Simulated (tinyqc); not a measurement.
# Grain growth, pinning, strength and diffusional creep of a polycrystal or thin film, step by step

A worked calculation. Computed by tinyqc, a small Python program that keeps every step. Command: `OMP_NUM_THREADS=1 python tinyqc.py 3027686 3027687 out.jsonl grain walk`. One thread of a shared host (Intel(R) Xeon(R) Processor @ 2.30GHz), about 0.01 s of CPU time with the checks. Intermediate numbers are printed to about 6 digits and carried at full precision; extremes and crossings named in words are read from the listed rows.

One mean grain size d describes the structure.

Inputs (values chosen for the exercise, for a model solid):
```
quantity                                    value        unit
shear modulus G                              49.8         GPa
Burgers vector b                            2.556    angstrom
atomic volume Omega                         11.81  angstrom^3
boundary energy gamma                        0.52       J/m^2
mobility prefactor M0                     9.7e-06   m^4/(J s)
activation energy of boundary motion Q_m     1.43          eV
anneal temperature T                          556           K
anneal time t                                 750           s
initial grain size d0                          54          nm
particle volume fraction f                0.00049           -
particle radius r                              16          nm
film thickness h                              120          nm
surface energy gamma_s                        2.1       J/m^2
friction stress sigma_0                        22         MPa
Hall-Petch slope k_y                          0.1   MPa m^0.5
lattice diffusion energy Q_l                 2.46          eV
boundary diffusion energy Q_b                0.81          eV
lattice prefactor D0                      1.4e-05       m^2/s
boundary prefactor delta D0b              2.1e-15       m^3/s
applied stress sigma                           32         MPa
service temperature T_c                       539           K
```

Sample: thin film on a substrate.

Constants: k_B = 8.617333262e-05 eV/K; k_B = 1.380649e-23 J/K.

## Mobility and the sizes at which growth stops

M = M0 exp(-Q_m/(k_B T)). The driving pressure is 2 gamma/d. Zener pinning pressure 3 f gamma/(2 r) stops growth at d_Z = 4 r/(3 f). Grooves where boundaries meet the surface have the angle theta = arcsin(gamma/(2 gamma_s)) and are taken to stop growth at d_h = h/(2 theta), a few film thicknesses; the limit is 1/d_lim = 1/d_Z + 1/d_h.

mobility M = 1.05865e-18 m^4/(J s)

Zener size d_Z = 43537.4 nm

groove angle theta = 0.124128 rad

groove limit d_h = 483.372 nm

limit d_lim = 478.064 nm

The grooves set the tighter limit.

## Grain size after the anneal

dd/dt = 2 M gamma (1/d - 1/d_lim) integrates to 2 M gamma t = d_lim (d0 - d) + d_lim^2 ln[(d_lim - d0)/(d_lim - d)]; without pinning d^2 = d0^2 + 4 M gamma t.

size without pinning = 67.5832 nm

grain size d = 66.0256 nm

Pinning holds d to 98 % of the free value.

## Yield stress

Hall-Petch term k_y/sqrt(d). Orowan term 3.06 x 0.4 G b ln(2 rbar/b)/(pi lambda sqrt(1 - nu)) with nu = 1/3, rbar = sqrt(2/3) r, lambda = rbar (sqrt(pi/f) - 2). Film term (threading dislocation, matched substrate, the geometry of an fcc (111) film taken for all cases): 3.464 G b ln(2 h/b)/(4 pi (1 - nu) h). The terms are added to sigma_0.

Hall-Petch term = 389.174 MPa

Orowan term = 27.5559 MPa

film term = 300.212 MPa

yield stress = 738.942 MPa

The largest term is the Hall-Petch one. The anneal changed the Hall-Petch term from 430 to 389 MPa.

## Diffusional creep at T_c

Nabarro-Herring rate = 14 sigma Omega D_l/(k_B T d^2), D_l = D0 exp(-Q_l/(k_B T)); Coble rate = 14 pi sigma Omega delta D_b/(k_B T d^3), delta D_b = delta D0b exp(-Q_b/(k_B T)); they are equal at d_x = pi delta D_b/D_l.

Nabarro-Herring rate = 2.27496e-14 1/s

Coble rate = 0.434905 1/s

crossover size d_x = 1.26222e+12 micrometre

time to 1 % strain = 0.0229935 s

Boundary diffusion carries the creep, by a factor 1.9e13.

## Strength against creep resistance

Hall-Petch term k_y/sqrt(d).

At T_c and sigma:
```
d (nm)  Hall-Petch term (MPa)  Nabarro-Herring (1/s)  Coble (1/s)  time to 1 % (s)
30                    577.350            1.10194e-13  4.63627e+00      2.15691e-03
100                   316.228            9.91742e-15  1.25179e-01      7.98854e-02
300                   182.574            1.10194e-15  4.63627e-03      2.15691e+00
1000                  100.000            9.91742e-17  1.25179e-04      7.98854e+01
3000                   57.735            1.10194e-17  4.63627e-06      2.15691e+03
10000                  31.623            9.91742e-19  1.25179e-07      7.98854e+04
100000                 10.000            9.91742e-21  1.25179e-10      7.98854e+07
```

From 100 micrometre to 30 nm grains the Hall-Petch term grows 58 times, while the time to 1 % strain shrinks by 10.6 decades. Coble creep rules in 7 of the seven rows (d_x is a millimetre or more). Fine grains resist slip but creep fast. The Hall-Petch value at 30 nm is at the edge of that law, and in a film grains much larger than h lose atoms to the surfaces instead.

## Growth with time

The formulas are those given above.

At T:
```
t (s)     free growth (nm)  pinned growth (nm)   d/d_lim
3.10e+02             59.99              59.310  0.124062
1.00e+03             71.54              69.511  0.145402
3.10e+03             98.70              93.076  0.194693
1.00e+04            157.91             141.623  0.296242
3.10e+04            266.79             219.942  0.460068
1.00e+05            472.35             331.455  0.693327
3.10e+05            827.97             435.150  0.910233
1.00e+06           1484.89             476.647  0.997036
```

The apparent exponent d ln d/d ln t of the pinned growth is at most about 0.39, below the ideal 1/2, and falls to 0.078 in the last rows: the initial size hides the law early and pinning hides it late.

Checks made by the program: d against numerical integration (relative difference 6e-10).
